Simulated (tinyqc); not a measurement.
Comparisons within one model: band edges of strained Si(1-x)Ge(x) on relaxed Si(1-y)Ge(y). A value that a table varies takes the place of the one given here.

Values are linear in the Ge fraction but for ED(x) = linear - CD x (1 - x) and a(x) = linear - Ca x (1 - x). Energies are on the common scale of Ev.

Coherent growth on a (110) face: e_par = (a(y) - a(x))/a(x), e_perp = -(C11 + 3 C12 - 2 C44)/(C11 + C12 + 2 C44) e_par; exx = eyy = (e_par + e_perp)/2, ezz = e_par, exy = (e_perp - e_par)/2, eyz = ezx = 0.

A valley with unit axis u lies at Ev + gap + (av + a_valley) tr(e) + Xu (u.e.u - tr(e)/3); the Delta axes are x, y, z and the L axes [111], [1-1-1], [-11-1], [-1-11]. The second-order shift of the Delta valleys under shear is left out; it lowers the pair normal to the sheared plane by tens of meV at a shear of 1 %.

Valence edges: Ev plus the levels of the 6 x 6 matrix of X, Y, Z times spin with -Dso/3 + l exx + m (eyy + ezz) on the diagonal (cyclic), n exy off it, l = av + 2 b, m = av - b, n = sqrt(3) d. Spin-orbit term (Dso/3) L.sigma on X, Y, Z with (L_k)_ij = -i epsilon_kij: <X+|H|Y+> = -i Dso/3, <X+|H|Z-> = Dso/3, <Y+|H|Z-> = -i Dso/3, <Z+|H|X-> = -Dso/3, <Z+|H|Y-> = i Dso/3, <X-|H|Y-> = i Dso/3, and their conjugates; + and - are the spin along z.

Coherent growth: e_par = (a(y) - a(x))/a(x). (001): e_perp = -2 (C12/C11) e_par; exx = eyy = e_par, ezz = e_perp, no shear. (111): e_perp = -(2 C11 + 4 C12 - 4 C44)/(C11 + 2 C12 + 4 C44) e_par; exx = eyy = ezz = (2 e_par + e_perp)/3 and exy = eyz = ezx = (e_perp - e_par)/3. (110): e_perp = -(C11 + 3 C12 - 2 C44)/(C11 + C12 + 2 C44) e_par; exx = eyy = (e_par + e_perp)/2, ezz = e_par, exy = (e_perp - e_par)/2, eyz = ezx = 0.

Values chosen for the exercise (end members near Si and Ge, in this order; the results hold for these values, not for the real material): a = (5.428, 5.651) angstrom (lattice constant); Dso = (0.043, 0.288) eV (spin-orbit splitting); av = (2.46, 1.26) eV (valence hydrostatic potential); b = (-2.1, -2.53) eV (tetragonal shear potential); d = (-4.77, -5.35) eV (trigonal shear potential); C11 = (165.5, 126.8) GPa; C12 = (63.3, 47.7) GPa; C44 = (79.3, 66.4) GPa; Ev = (0, 0.71) eV (top of the unstrained valence band); ED = (1.134, 0.925) eV (gap to the Delta valleys); EL = (2.033, 0.732) eV (gap to the L valleys); aD = (1.6, 1.36) eV (hydrostatic potential of the Delta gap); aL = (-3.1, -2.61) eV (hydrostatic potential of the L gap); XuD = (8.86, 9.13) eV (uniaxial potential, Delta); XuL = (15.58, 14.68) eV (uniaxial potential, L); CD = 0.224 eV (bowing of the Delta gap); Ca = 0 angstrom (bowing of the lattice constant); face = 110 (growth face); y = 0 (Ge fraction of the relaxed buffer); x = 0.55 (Ge fraction of the layer).

## Composition of the layer

The buffer is kept. dEc = Ec(buffer) - Ec(layer), dEv = Ev(layer) - Ev(buffer); buffer edges Ev(y) and Ev(y) + min(ED, EL). The digit behind Delta or L counts whole valleys.

Results:

| x | e_par (%) | lowest valleys | gap (eV) | next valleys above (meV) | valence splitting (meV) | dEc (eV) | dEv (eV) |
|---|---|---|---|---|---|---|---|
| 0.08 | -0.33 | Delta2 | 1.065 | 22 | 20 | 0.010 | 0.058 |
| 0.16 | -0.65 | Delta2 | 1.000 | 44 | 35 | 0.017 | 0.118 |
| 0.24 | -0.98 | Delta2 | 0.937 | 65 | 48 | 0.019 | 0.178 |
| 0.31 | -1.26 | Delta2 | 0.885 | 84 | 58 | 0.017 | 0.232 |
| 0.39 | -1.58 | Delta2 | 0.828 | 105 | 70 | 0.011 | 0.295 |
| 0.47 | -1.89 | Delta2 | 0.774 | 126 | 82 | 0.002 | 0.359 |
| 0.55 | -2.21 | Delta2 | 0.723 | 147 | 94 | -0.012 | 0.423 |

How do the results move?

The gap is 1.065 eV in the first row and 0.723 eV in the last. The lowest valleys are Delta2 throughout. Per 0.1 of x the valence offset moves by +78 meV on average; the conduction offset lies between -12 and +19 meV, not monotonically. Both carriers sit on one side for x = 0.08, 0.16, 0.24, 0.31, 0.39 and 0.47, and on opposite sides elsewhere. Offsets below about 30 meV are within the spread of parameter sets, so those rows do not settle the type. Strains above 2 % can be kept only in layers of a few nanometres.

## Composition of the buffer

The layer is kept. dEc = Ec(buffer) - Ec(layer), dEv = Ev(layer) - Ev(buffer); buffer edges Ev(y) and Ev(y) + min(ED, EL). The digit behind Delta or L counts whole valleys.

Results:

| y | e_par (%) | lowest valleys | gap (eV) | next valleys above (meV) | valence splitting (meV) | dEc (eV) | dEv (eV) |
|---|---|---|---|---|---|---|---|
| 0.00 | -2.21 | Delta2 | 0.723 | 147 | 94 | -0.012 | 0.423 |
| 0.14 | -1.65 | Delta2 | 0.785 | 110 | 83 | -0.022 | 0.315 |
| 0.29 | -1.04 | Delta2 | 0.850 | 70 | 64 | -0.023 | 0.200 |
| 0.43 | -0.48 | Delta2 | 0.911 | 32 | 35 | -0.014 | 0.092 |
| 0.57 | 0.08 | Delta4 | 0.960 | 5 | 7 | 0.008 | -0.009 |
| 0.71 | 0.64 | Delta4 | 0.931 | 43 | 60 | 0.072 | -0.063 |
| 0.86 | 1.25 | Delta4 | 0.891 | 83 | 123 | 0.136 | -0.114 |
| 1.00 | 1.81 | Delta4 | 0.851 | 120 | 186 | 0.038 | -0.157 |

What does this show, and why?

The gap is 0.723 eV in the first row and 0.851 eV in the last, with its largest listed value, 0.960 eV, at y = 0.57: it peaks near the match y = x, since strain of either sign narrows it. The lowest valleys change: Delta2 to Delta4 between y = 0.43 and 0.57. Per 0.1 of y the valence offset moves by -58 meV on average; the conduction offset lies between -23 and +136 meV, not monotonically. Electrons and holes sit on opposite sides in every row (type II). Offsets below about 30 meV are within the spread of parameter sets, so those rows do not settle the type. Strains above 2 % can be kept only in layers of a few nanometres.

## The same layer on three faces

dEc = Ec(buffer) - Ec(layer), dEv = Ev(layer) - Ev(buffer); buffer edges Ev(y) and Ev(y) + min(ED, EL). The digit behind Delta or L counts whole valleys.

Results:

| face | e_par (%) | lowest valleys | gap (eV) | next valleys above (meV) | valence splitting (meV) | dEc (eV) | dEv (eV) | Delta spread (meV) | L spread (meV) |
|---|---|---|---|---|---|---|---|---|---|
| (001) | -2.21 | Delta4 | 0.716 | 350 | 90 | -0.014 | 0.432 | 350 | 0 |
| (111) | -2.21 | Delta6 | 0.821 | 402 | 90 | -0.105 | 0.418 | 0 | 416 |
| (110) | -2.21 | Delta2 | 0.723 | 147 | 94 | -0.012 | 0.423 | 147 | 328 |

What can be read from the table?

On (001) only the Delta valleys split (350 meV), on (111) only the L valleys (416 meV), on (110) both (147 and 328 meV). The lowest valleys are Delta4 on (001), Delta6 on (111) and Delta2 on (110); the smallest gap is 0.716 eV on (001) and the largest 0.821 eV on (111).

## What each parameter does

dEc = Ec(buffer) - Ec(layer), dEv = Ev(layer) - Ev(buffer); buffer edges Ev(y) and Ev(y) + min(ED, EL). Each row changes one parameter from the base and keeps the others.

Results:

| case | gap (eV) | valence splitting (meV) | dEc (eV) | dEv (eV) |
|---|---|---|---|---|
| base | 0.7230 | 93.9 | -0.0121 | 0.4231 |
| x = 0.58 | 0.7048 | 98.2 | -0.0184 | 0.4476 |
| y = 0.03 | 0.7362 | 91.8 | -0.0150 | 0.4000 |
| CD = 0.274 eV | 0.7106 | 93.9 | 0.0002 | 0.4231 |
| C12 = (72.795, 54.855) GPa | 0.7172 | 95.3 | -0.0125 | 0.4293 |
| Dso = (0.049, 0.331) eV | 0.7232 | 101.8 | -0.0121 | 0.4229 |
| Ev = (0, 0.816) eV | 0.7230 | 93.9 | -0.0704 | 0.4814 |
| XuD = (10.189, 10.5) eV | 0.7083 | 93.9 | 0.0026 | 0.4231 |
| d = (-5.485, -6.152) eV | 0.7082 | 104.9 | -0.0121 | 0.4379 |

What can be read from the table?

The largest shifts from the base row, up to three for each result and ties (the steps differ in size, so this ranks the rows, not the parameters). gap (eV): x -0.0182, d -0.0148, XuD -0.0147; unchanged at the printed digits by Ev. valence splitting (meV): d +11.0, Dso +8.0, x +4.3; unchanged at the printed digits by CD, Ev and XuD. dEc (eV): Ev -0.0583, XuD +0.0147, CD +0.0124; unchanged at the printed digits by Dso and d. dEv (eV): Ev +0.0583, x +0.0245, y -0.0232; unchanged at the printed digits by CD and XuD. The lowest valleys of the layer are Delta2, so among the conduction-band potentials only those of that family reach the gap and dEc; the buffer is unstrained. A shift large enough to swap the lowest family would change that.

tinyqc: `OMP_NUM_THREADS=1 python tinyqc.py 1050139 1050140 out.jsonl`; about 0.02 s, one thread, shared Intel(R) Xeon(R) Processor @ 2.30GHz.
